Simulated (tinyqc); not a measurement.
## Strained Delta valleys, repopulation and conductivity mass: mobility against stress

A cubic crystal with three pairs of conduction valleys along x, y and z under uniaxial stress X along [110] (X > 0 is tension); current along [-110]. Non-degenerate electrons, fixed total density, one relaxation time for all valleys and stresses, masses unchanged by strain, so the mobility goes as the mean inverse mass.

Stress s_ij = X a_i a_j with a the unit vector along [110]; strain e_ii = s11 s_ii + s12 (s_jj + s_kk), e_ij = s44 s_ij/2. Valley shift dE = Xu (n.e.n - trace(e)/3) with n the valley axis; share f proportional to exp(-dE/Vt). Inverse mass along the current d = [-110]: (n.d)^2/ml + (1 - (n.d)^2)/mt; mu/mu0 = sum f (1/m) over the plain mean of 1/m. The linear estimate is 1 - pi X with pi the small-stress slope -d(mu/mu0)/dX.

Parameters, values chosen for the exercise; values close to those of silicon:
- T = 400 K (temperature)
- s11 = 7.72 1/TPa (compliance)
- s12 = -2.12 1/TPa (compliance)
- s44 = 12.9 1/TPa (compliance)
- Xu = 8.85 eV (shear deformation potential)
- ml = 0.925 m0 (longitudinal mass)
- mt = 0.185 m0 (transverse mass)

Constants: q = 1.602176634e-19 C, kB = 1.380649e-23 J/K, Vt = kB T/q. Results are converted to the units shown.

Results:
```
X (MPa)  splitting (meV)  largest share  mu/mu0  linear estimate
25                 1.089         0.3404   1.004            1.004
50                 2.177         0.3475   1.008            1.008
100                4.354         0.3620   1.016            1.015
400                17.42         0.4532   1.065            1.061
700                30.48         0.5476   1.117            1.107
1000               43.54         0.6388   1.167            1.153
1500               65.31         0.7688   1.238            1.230
2500               108.9         0.9216   1.321            1.383
```

Estimate the missing row, X = 200 MPa.

Computed row:
```
X (MPa)  splitting (meV)  largest share  mu/mu0  linear estimate
200                8.708         0.3916   1.032            1.031
```

With this row back in the table: The ratio mu/mu0 rises from 1.00 to 1.32; pi = -15.3e-11 1/Pa. The linear estimate of the change is 0.9948 times the computed change in the first row and 1.19 times it in the last: once the splitting is several Vt (Vt = 34.5 meV) the upper valleys are nearly empty and little is left to move. At X = 2500 MPa the stress passes 1.5 GPa, where intervalley scattering and masses change too.

Range of the model: Shear strain also changes the transverse masses of these valleys, which is left out.

tinyqc, about 0.01 s, one thread, Intel Xeon 2.30GHz (shared host): `OMP_NUM_THREADS=1 python tinyqc.py 2530045 2530046 out.jsonl`
